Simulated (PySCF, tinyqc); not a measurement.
Inside a calculation. Method: CCSD on RHF in the sto-3g basis, for H6, spin multiplicity 1. The lowest restricted solution is unstable here: a spin-polarised one lies 0.0097 hartree lower (PySCF). One step of it, computed by the program tinyqc.

Problem. Iteration 1: building the Fock matrix. J_ij = sum D_kl (ij|kl), K_ij = sum D_kl (ik|jl); F = H + J - 0.5 K; E = tr D H + tr D J / 2 - 0.25 tr D K + E_nn.

D at the start, order 1H 1s, 2H 1s, 3H 1s, 4H 1s, 5H 1s, 6H 1s:
$$\begin{pmatrix}
0.503226 & 0.607877 & -0.095052 & -0.331820 & 0.100767 & 0.228242 \\
0.607877 & 0.880363 & 0.208300 & -0.228335 & -0.054818 & 0.100767 \\
-0.095052 & 0.208300 & 0.783475 & 0.579611 & -0.228335 & -0.331820 \\
-0.331820 & -0.228335 & 0.579611 & 0.783475 & 0.208300 & -0.095052 \\
0.100767 & -0.054818 & -0.228335 & 0.208300 & 0.880363 & 0.607877 \\
0.228242 & 0.100767 & -0.331820 & -0.095052 & 0.607877 & 0.503226
\end{pmatrix}$$

core Hamiltonian H = T + V (hartree), order 1H 1s, 2H 1s, 3H 1s, 4H 1s, 5H 1s, 6H 1s:
$$\begin{pmatrix}
-1.464417 & -0.819587 & -0.112890 & -0.010745 & -0.000333 & -0.000008 \\
-0.819587 & -1.762194 & -0.695396 & -0.118173 & -0.007086 & -0.000333 \\
-0.112890 & -0.695396 & -1.875360 & -0.918267 & -0.118173 & -0.010745 \\
-0.010745 & -0.118173 & -0.918267 & -1.875360 & -0.695396 & -0.112890 \\
-0.000333 & -0.007086 & -0.118173 & -0.695396 & -1.762194 & -0.819587 \\
-0.000008 & -0.000333 & -0.010745 & -0.112890 & -0.819587 & -1.464417
\end{pmatrix}$$

Two-electron integrals (ij|kl) in chemists' order, unique and non-zero (hartree):
```
(11|11) 0.774606   (21|11) 0.242844   (21|21) 0.103029   (22|11) 0.429961
(22|21) 0.242844   (22|22) 0.774606   (31|11) 0.020307   (31|21) 0.009864
(31|22) 0.027708   (31|31) 0.001177   (32|11) 0.093702   (32|21) 0.052920
(32|22) 0.179217   (32|31) 0.007766   (32|32) 0.060022   (33|11) 0.211486
(33|21) 0.113722   (33|22) 0.380702   (33|31) 0.020307   (33|32) 0.179217
(33|33) 0.774606   (41|11) 0.001233   (41|21) 0.000652   (41|22) 0.002027
(41|31) 0.000090   (41|32) 0.000666   (41|33) 0.002027   (41|41) 0.000008
(42|11) 0.011300   (42|21) 0.006145   (42|22) 0.020351   (42|31) 0.000964
(42|32) 0.007782   (42|33) 0.027762   (42|41) 0.000091   (42|42) 0.001182
(43|11) 0.070883   (43|21) 0.036181   (43|22) 0.113894   (43|31) 0.006141
(43|32) 0.053003   (43|33) 0.243229   (43|41) 0.000653   (43|42) 0.009896
(43|43) 0.103318   (44|11) 0.144702   (44|21) 0.070805   (44|22) 0.211570
(44|31) 0.011281   (44|32) 0.093751   (44|33) 0.430248   (44|41) 0.001233
(44|42) 0.020351   (44|43) 0.243229   (44|44) 0.774606   (51|11) 0.000023
(51|21) 0.000012   (51|22) 0.000039   (51|31) 1.95e-06   (51|32) 0.000016
(51|33) 0.000059   (51|41) 1.88e-07   (51|42) 2.48e-06   (51|43) 0.000021
(51|44) 0.000043   (51|51) 5.30e-09   (52|11) 0.000459   (52|21) 0.000235
(52|22) 0.000741   (52|31) 0.000038   (52|32) 0.000319   (52|33) 0.001313
(52|41) 3.91e-06   (52|42) 0.000056   (52|43) 0.000549   (52|44) 0.001313
(52|51) 1.21e-07   (52|52) 3.10e-06   (53|11) 0.007098   (53|21) 0.003481
(53|22) 0.010441   (53|31) 0.000555   (53|32) 0.004592   (53|33) 0.020351
(53|41) 0.000059   (53|42) 0.000906   (53|43) 0.009896   (53|44) 0.027762
(53|51) 1.95e-06   (53|52) 0.000056   (53|53) 0.001182   (54|11) 0.039231
(54|21) 0.018643   (54|22) 0.053758   (54|31) 0.002808   (54|32) 0.022198
(54|33) 0.093751   (54|41) 0.000292   (54|42) 0.004592   (54|43) 0.053003
(54|44) 0.179217   (54|51) 0.000010   (54|52) 0.000319   (54|53) 0.007782
(54|54) 0.060022   (55|11) 0.105814   (55|21) 0.049113   (55|22) 0.137663
(55|31) 0.007086   (55|32) 0.053758   (55|33) 0.211570   (55|41) 0.000705
(55|42) 0.010441   (55|43) 0.113894   (55|44) 0.380702   (55|51) 0.000023
(55|52) 0.000741   (55|53) 0.020351   (55|54) 0.179217   (55|55) 0.774606
(61|11) 3.69e-07   (61|21) 1.87e-07   (61|22) 5.84e-07   (61|31) 3.07e-08
(61|32) 2.56e-07   (61|33) 1.08e-06   (61|42) 4.62e-08   (61|43) 4.58e-07
(61|44) 1.08e-06   (61|53) 4.62e-08   (61|54) 2.56e-07   (61|55) 5.84e-07
(62|11) 0.000016   (62|21) 0.000008   (62|22) 0.000023   (62|31) 1.21e-06
(62|32) 0.000010   (62|33) 0.000043   (62|41) 1.27e-07   (62|42) 1.95e-06
(62|43) 0.000021   (62|44) 0.000059   (62|52) 1.21e-07   (62|53) 2.48e-06
(62|54) 0.000016   (62|55) 0.000039   (62|62) 5.30e-09   (63|11) 0.000511
(63|21) 0.000244   (63|22) 0.000705   (63|31) 0.000037   (63|32) 0.000292
(63|33) 0.001233   (63|41) 3.81e-06   (63|42) 0.000059   (63|43) 0.000653
(63|44) 0.002027   (63|51) 1.27e-07   (63|52) 3.91e-06   (63|53) 0.000091
(63|54) 0.000666   (63|55) 0.002027   (63|62) 1.88e-07   (63|63) 0.000008
(64|11) 0.005379   (64|21) 0.002510   (64|22) 0.007086   (64|31) 0.000366
(64|32) 0.002808   (64|33) 0.011281   (64|41) 0.000037   (64|42) 0.000555
(64|43) 0.006141   (64|44) 0.020307   (64|51) 1.21e-06   (64|52) 0.000038
(64|53) 0.000964   (64|54) 0.007766   (64|55) 0.027708   (64|61) 3.07e-08
(64|62) 1.95e-06   (64|63) 0.000090   (64|64) 0.001177   (65|11) 0.038880
(65|21) 0.017801   (65|22) 0.049113   (65|31) 0.002510   (65|32) 0.018643
(65|33) 0.070805   (65|41) 0.000244   (65|42) 0.003481   (65|43) 0.036181
(65|44) 0.113722   (65|51) 0.000008   (65|52) 0.000235   (65|53) 0.006145
(65|54) 0.052920   (65|55) 0.242844   (65|61) 1.87e-07   (65|62) 0.000012
(65|63) 0.000652   (65|64) 0.009864   (65|65) 0.103029   (66|11) 0.085933
(66|21) 0.038880   (66|22) 0.105814   (66|31) 0.005379   (66|32) 0.039231
(66|33) 0.144702   (66|41) 0.000511   (66|42) 0.007098   (66|43) 0.070883
(66|44) 0.211486   (66|51) 0.000016   (66|52) 0.000459   (66|53) 0.011300
(66|54) 0.093702   (66|55) 0.429961   (66|61) 3.69e-07   (66|62) 0.000023
(66|63) 0.001233   (66|64) 0.020307   (66|65) 0.242844   (66|66) 0.774606
```

nuclear repulsion = 3.73111643 hartree

Give: Coulomb J; exchange K; Fock matrix F; total energy of this density.

Solution.

Coulomb J (hartree), order 1H 1s, 2H 1s, 3H 1s, 4H 1s, 5H 1s, 6H 1s:
$$\begin{pmatrix}
1.6494 & 0.7547 & 0.0938 & 0.0080 & 0.0002 & 0.0000 \\
0.7547 & 2.0982 & 0.6602 & 0.1010 & 0.0052 & 0.0002 \\
0.0938 & 0.6602 & 2.2344 & 0.8926 & 0.1010 & 0.0080 \\
0.0080 & 0.1010 & 0.8926 & 2.2344 & 0.6602 & 0.0938 \\
0.0002 & 0.0052 & 0.1010 & 0.6602 & 2.0982 & 0.7547 \\
0.0000 & 0.0002 & 0.0080 & 0.0938 & 0.7547 & 1.6494
\end{pmatrix}$$

exchange K (hartree), order 1H 1s, 2H 1s, 3H 1s, 4H 1s, 5H 1s, 6H 1s:
$$\begin{pmatrix}
0.7759 & 0.6682 & 0.1146 & -0.0335 & 0.0020 & 0.0221 \\
0.6682 & 1.1371 & 0.4457 & 0.0861 & -0.0045 & 0.0020 \\
0.1146 & 0.4457 & 1.0699 & 0.6824 & 0.0861 & -0.0335 \\
-0.0335 & 0.0861 & 0.6824 & 1.0699 & 0.4457 & 0.1146 \\
0.0020 & -0.0045 & 0.0861 & 0.4457 & 1.1371 & 0.6682 \\
0.0221 & 0.0020 & -0.0335 & 0.1146 & 0.6682 & 0.7759
\end{pmatrix}$$

Fock matrix F (hartree), order 1H 1s, 2H 1s, 3H 1s, 4H 1s, 5H 1s, 6H 1s:
$$\begin{pmatrix}
-0.2030 & -0.3990 & -0.0764 & 0.0140 & -0.0011 & -0.0110 \\
-0.3990 & -0.2325 & -0.2580 & -0.0602 & 0.0004 & -0.0011 \\
-0.0764 & -0.2580 & -0.1759 & -0.3669 & -0.0602 & 0.0140 \\
0.0140 & -0.0602 & -0.3669 & -0.1759 & -0.2580 & -0.0764 \\
-0.0011 & 0.0004 & -0.0602 & -0.2580 & -0.2325 & -0.3990 \\
-0.0110 & -0.0011 & 0.0140 & -0.0764 & -0.3990 & -0.2030
\end{pmatrix}$$

total energy of this density = -2.981925 hartree
